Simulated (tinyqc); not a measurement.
## Gain factor and gap resistance from two string resistances

Inverse problem. At small bit-line voltage each of the 48 cells has the resistance 1/(K x) at overdrive x (no mobility reduction) in series with a gap resistance Rg. Find K, Rg and the share of the gaps at the higher overdrive.

resistance of a string of 48 equal cells at overdrives of 4.1 and 7.9 V (kohm): [2275.3608, 1434.8581]

Solution. The resistance per cell is a straight line in 1/x with slope 1/K and intercept Rg.

K = 6.700 uA/V^2
Rg = 11.00 kohm
share of the gaps = 36.80 %

tinyqc, about 0.5 s, one thread, Intel Xeon 2.30GHz (shared host): `OMP_NUM_THREADS=1 python tinyqc.py 2142226 2142227 out.jsonl`
